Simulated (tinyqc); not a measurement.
Energy and delay of logic against supply voltage: one step of the calculation.

One expression serves below and above threshold: I(Vg) = Ik [ln(1 + exp((Vg - VT + dd V)/(al nf Vt)))]^al, with I_on = I(V) and I_off = I(0). Gate delay td = kd C V/I_on, clock period LD td. Per gate and cycle the switching energy is act C V^2 and the leakage energy I_off V LD td. No short-circuit current, no variation. Minima are sought above 0.09 V; below a few Vt gates no longer switch and the model has no meaning.

Question. New V. Minimum-energy supply: E(V) is the energy per gate and cycle; with h = 0.001 V, E' = (E(V + h) - E(V - h))/(2 h), E'' = (E(V - h) - 2 E(V) + E(V + h))/h^2, V(new) = V - E'/E''.

Inputs (values chosen for the exercise); values of the order met in logic technologies: temperature T = 358 K; threshold voltage at zero drain bias VT = 0.23 V; slope factor nf = 1.11; barrier lowering per volt of supply dd = 0.04; specific current of a gate Ik = 0.66 uA; exponent of the current law al = 1.71; load capacitance of a gate C = 0.96 fF; delay factor kd = 0.9; logic depth LD = 12; activity factor act = 0.05.

Constants: q = 1.602176634e-19 C, kB = 1.380649e-23 J/K, Vt = kB T/q. Results are converted to the units shown.

V after iteration 1 = 0.20726977 V

Give: E'; E''; V after iteration 2.

Answer.

E' = -1.2465 aJ/V
E'' = 415.21 aJ/V^2
V after iteration 2 = 0.21027 V

Program tinyqc, `OMP_NUM_THREADS=1 python tinyqc.py 2082033 2082034 out.jsonl`; Intel Xeon 2.30GHz, shared host, one thread, about 0.01 s.
